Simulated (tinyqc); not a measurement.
Composition and strain of an epitaxial Si(1-x)Ge(x) layer from Raman and X-ray peaks: one step, computed by the program tinyqc.

A (001) layer, biaxially strained in the plane. The Raman peaks follow empirical lines omega = w0 + c1 x + c3 x^3 + b eps (c3 for Si-Ge alone), with eps the in-plane strain.

Problem. Raman peaks. Insert x and eps in the three lines; the strain part is b eps.

Inputs (values chosen for the exercise, modelled on silicon-germanium):
```
quantity,value,unit
Ge fraction x,0.67,-
Si-Si: w0,520.5,1/cm
Si-Si: c1,-68.2,1/cm
Si-Si: strain coefficient b,-719,1/cm
Si-Ge: w0,399.9,1/cm
Si-Ge: c1,24,1/cm
Si-Ge: c3,-36.1,1/cm
Si-Ge: strain coefficient b,-538,1/cm
Ge-Ge: w0,280.5,1/cm
Ge-Ge: c1,18.9,1/cm
Ge-Ge: strain coefficient b,-461,1/cm
```

Substrate: silicon.

in-plane strain eps = -2.368418 per mille

Give: Si-Si peak; Si-Ge peak; Ge-Ge peak; strain parts.

Solution.

Si-Si peak = 476.5 1/cm

Si-Ge peak = 406.4 1/cm

Ge-Ge peak = 294.3 1/cm

strain parts (1/cm): Si-Si 1.703, Si-Ge 1.274, Ge-Ge 1.092

Read as unstrained, the Si-Si peak would give x = 0.645 in place of 0.67.
